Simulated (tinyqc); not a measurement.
# Free and trapped electrons in a MOS channel with a dense trap tail: two studies

p-type body, charge-sheet picture, full ionisation (an idealisation for deep acceptors), Boltzmann statistics for free electrons. e = Ec - EF at the surface. Acceptor-like traps of density D(E) = D0 + De exp(-E/Ew) at depth E below Ec, from 0 to Eu, hold n_t = integral of D(E)/(1 + exp((e - E)/Vt)). psi = Eg - Vt ln(Nv/Na) - e; N_dep = sqrt(2 eps0 eps_r Na (psi - Vt)/q); n_f = sqrt(N_dep^2 + 2 eps0 eps_r Vt Nc exp(-e/Vt)/q) - N_dep; Vg = Vfb + psi + q (N_dep + n_t + n_f)/Cox, Cox = eps0 eox/tox.

Inputs (values chosen for the exercise); band and dielectric values close to those of gallium nitride:
```
symbol,value,unit,meaning
T,300,K,temperature
Eg,3.38,eV,band gap
eps_r,9.38,,relative permittivity
Nc,2.31e18,cm^-3,conduction-band density of states at T
Nv,4.54e19,cm^-3,valence-band density of states at T
eox,3.9,,relative permittivity of the insulator
tox,78,nm,insulator thickness
Na,2.1e16,cm^-3,acceptor density
Vfb,-2.84,V,flat-band voltage without trapped charge
D0,2.2e10,cm^-2 eV^-1,constant background density of acceptor-like traps
De,5.5e12,cm^-2 eV^-1,density of the tail at the conduction edge
Ew,0.07,eV,decay energy of the tail
Eu,0.94,eV,depth below Ec down to which the traps reach
mf,85,cm^2/(V s),mobility of free electrons
```

Constants: q = 1.602176634e-19 C, kB = 1.380649e-23 J/K, Vt = kB T/q, eps0 = 8.8541878128e-14 F/cm where lengths are in cm. Results are converted to the units shown.

Each table varies one quantity; the others keep the values above.

## Free and trapped charge against gate voltage

Free share n_f/(n_f + n_t); swing ln 10 n_f/(dn_f/dVg); field-effect mobility mf q (dn_f/dVg)/Cox, for a constant mf; oxide field q (N_dep + n_t + n_f)/(eps0 eox).

Free and trapped charge against gate voltage:
columns A: Vg (V); B: e (eV); C: n_f (cm^-2); D: n_t (cm^-2); E: free share (%); F: swing (mV/decade); G: field-effect mobility (cm^2/(V s)); H: oxide field (MV/cm)
```
A             B         C         D         E        F         G       H
2.9      0.3380   8.286e5  1.714e10  0.004835    106.7  0.005501  0.3714
4.4     0.04330  6.765e10  2.426e11     21.81     1181     40.58  0.5259
5.9   -0.004204  3.607e11  3.446e11     51.14     3535     72.27  0.7121
7.4    -0.02709  7.354e11  3.750e11     66.23     6525     79.83  0.9015
8.8    -0.04134  1.105e12  3.867e11     74.07     9528     82.13   1.079
10.3   -0.05292  1.508e12  3.931e11     79.32  1.284e4     83.19   1.270
11.8   -0.06223  1.915e12  3.967e11     82.84  1.620e4     83.72   1.461
13.3   -0.07004  2.324e12  3.990e11     85.35  1.959e4     84.03   1.652
14.8   -0.07678  2.735e12  4.005e11     87.23  2.300e4     84.22   1.844
```

n_f reaches 1e11 cm^-2 at Vg = 4.62 V, against 3.65 V without traps. The free share rises from 0.00483 to 87.2 % and the field-effect mobility rises from 0.00550 to 84.2 cm^2/(V s), although mf = 85 is constant: in the last row 99.1 % of Cox dVg goes into free electrons. The swing in the first row is 107 mV a decade (Vt ln 10 = 59.5). For Vg = 4.4, 5.9, 7.4, 8.8, 10.3, 11.8, 13.3, 14.8 EF lies less than 2 Vt below the band edge, or above it, where degeneracy and confinement, left out, matter.

## Effect of the acceptor density

Vfb is held fixed. VT is the Vg for n_f = 1e11 cm^-2; swing ln 10 n_f/(dn_f/dVg) at n_f = 1e8 cm^-2; the last three columns are for Vg = VT + 6.2 V, with free share n_f/(n_f + n_t) and field-effect mobility mf q (dn_f/dVg)/Cox; there EF is near the band edge, where Boltzmann statistics are rough.

Effect of the acceptor density:
columns A: Na (cm^-3); B: e at VT (eV); C: VT (V); D: q n_t/Cox at VT (V); E: swing (mV/decade); F: n_f (cm^-2); G: free share (%); H: field-effect mobility (cm^2/(V s))
```
A             B      C       D      E         F      G      H
1e15    0.06759  1.879  0.6825  112.2  1.582e12  80.35  82.64
2e15    0.06027  2.229  0.7388  120.4  1.596e12  80.43  82.81
6e15    0.04779  3.046  0.8402  137.4  1.621e12  80.56  83.10
1e16    0.04172  3.584  0.8913  147.5  1.633e12  80.62  83.24
3e16    0.02826  5.264   1.006  176.1  1.658e12  80.73  83.48
8e16    0.01592  7.700   1.106  212.9  1.677e12  80.81  83.61
2e17   0.004216  11.29   1.193  262.0  1.688e12  80.83  83.60
5e17  -0.007587  16.90   1.267  332.5  1.691e12  80.79  83.44
```

Read the table: what changes, and by how much?

As Na goes from 1e15 to 5e17, VT rises from 1.88 to 16.9 V, its part due to traps rises from 0.683 to 1.27 V, the swing rises from 112 to 333 mV/decade and the field-effect mobility goes from 82.6 through a maximum of 83.6 (at Na = 8e16 among the rows listed) to 83.4 cm^2/(V s). Most of the rise of VT is depletion charge; the trap part grows since the same n_f needs EF nearer the band edge at heavier doping. For Na = 6e15, 1e16, 3e16, 8e16, 2e17, 5e17 e is under 2 Vt already at VT, so VT too is rough.

Numbers from tinyqc (`OMP_NUM_THREADS=1 python tinyqc.py 2222055 2222056 out.jsonl`; about 0.02 s on one thread of a shared Intel Xeon 2.30GHz).
